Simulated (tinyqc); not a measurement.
Inductance and parasitic capacitance from two readings.

Inverse problem. A loss-free coil L in parallel with C shows the apparent inductance L/(1 - w^2 L C), w = 2 pi f. Find L, C and the self-resonance 1/(2 pi sqrt(L C)).

apparent inductance at 2.1 and 4.2 GHz (nH): 4.0704791  7.9654332

Answer. The inverse of the reading is 1/L - w^2 C, a straight line in w^2.

L = 3.50 nH
C = 230 fF
self-resonance = 5.61 GHz

tinyqc, about 0.01 s, one thread, Intel Xeon 2.30GHz (shared host): `OMP_NUM_THREADS=1 python tinyqc.py 2302227 2302228 out.jsonl`
